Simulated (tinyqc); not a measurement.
# Changing the static constant of the insulator eps_0s

Model: scattering of inversion-layer electrons by surface optical phonons of the gate insulator (remote phonon scattering). Computed by tinyqc, a small Python program. Command: `OMP_NUM_THREADS=1 python tinyqc.py 3112118 3112119 out.jsonl sophonon sweep`. One thread of a shared host (Intel(R) Xeon(R) Processor @ 2.30GHz), about 0.02 s of CPU time with the checks.

One subband with the Fang-Howard envelope; insulator and channel are half-spaces, the gate is far away, and an interlayer only moves the polar surface away by t (its own modes and its permittivity contrast are left out).

Inputs (values chosen for the exercise, modelled on HfO2 on silicon):
```
quantity                                   value        unit
intermediate constant eps_i                 6.64           -
optical constant eps_inf                    5.04           -
hbar omega_TO1                              12.3         meV
hbar omega_TO2                              47.1         meV
constant of the channel eps_s               11.7           -
in-plane mass m                            0.188         m_0
valleys g_v                                    2           -
sheet density n                          4.2e+12      1/cm^2
mean distance of the electrons z0 = 3/b      2.9          nm
interlayer thickness t                      0.84          nm
temperature T                                200           K
mobility from other processes                450  cm^2/(V s)
```

Screening by the channel electrons: none.

Constants: k_B = 8.617333262e-05 eV/K; hbar^2/(2 m_0) = 3.80998212 eV angstrom^2; e^2/(4 pi eps_0) = 14.39964548 eV angstrom; hbar = 6.582119569e-16 eV s; e = 1.602176634e-19 C; m_0 = 9.1093837015e-31 kg.

Method:
- eps(w) = eps_inf + (eps_0s - eps_i) w1^2/(w1^2 - w^2) + (eps_i - eps_inf) w2^2/(w2^2 - w^2). Surface modes solve eps(w) + eps_s = 0, a quadratic in w^2; the strength of a mode is g = 2/(w d eps/dw).
- Occupation N = 1/(exp(hbar w/(k_B T)) - 1).
- Density of states D = g_v m/(pi hbar^2); eta = E_F/(k_B T) = ln(exp(n/(D k_B T)) - 1); screening wave number q_s = e^2 D/(2 eps_0 eps_avg) x 1/(1 + exp(-eta)), eps_avg = (eps_s + eps_inf)/2; b = 3/z0.
- For a mode of strength g, without the occupation factor, Area x |M(q)|^2 = e^2 hbar w g/(2 eps_0 q) x (b/(b + q))^6 exp(-2 q t).
- Approximate momentum relaxation rate, taking tau v alike in the initial and final states: 1/tau = (m/(2 pi hbar^3)) sum over modes and over absorption (N, E' = E + hbar w) and emission (N + 1, E' = E - hbar w > 0) of [(1 - f(E'))/(1 - f(E))] int_0^(2 pi) Area |M(q)|^2 (1 - cos theta) d theta, q^2 = k^2 + k'^2 - 2 k k' cos theta, f the Fermi function; 48 midpoints in theta from 0 to pi.
- mu = (e/m) int tau E f (1 - f) dE/(k_B T int f dE), by 300 midpoints from 0 to (max(eta, 0) + 14) k_B T; Matthiessen sum with the other processes.

One run for each value:
```
static constant of the insulator eps_0s  remote-phonon mobility (cm^2/(V s))  loss of mobility (%)
7.0                                                                    93312                0.4799
9.5                                                                    25934                1.7056
13.0                                                                   15768                2.7747
18.0                                                                   11459                3.7787
24.0                                                                    9405                4.5664
32.0                                                                    8222                5.1892
44.0                                                                    7558                5.6197
60.0                                                                    7412                5.7238
```

Over the rows, remote-phonon mobility (cm^2/(V s)) falls from 93300 to 7410 (exponent d ln y / d ln x -4.2 between the first rows and -0.063 between the last); loss of mobility (%) rises from 0.480 to 5.72 (exponent d ln y / d ln x 4.2 between the first rows and 0.059 between the last). The strengths add up to 1/(eps_s + eps_inf) - 1/(eps_s + eps_0s), which levels off as eps_0s grows, while the lower surface mode moves up.

Caution (all rows): a relaxation time is only an approximation for inelastic scattering, and static or no screening brackets the true dynamic screening only roughly.
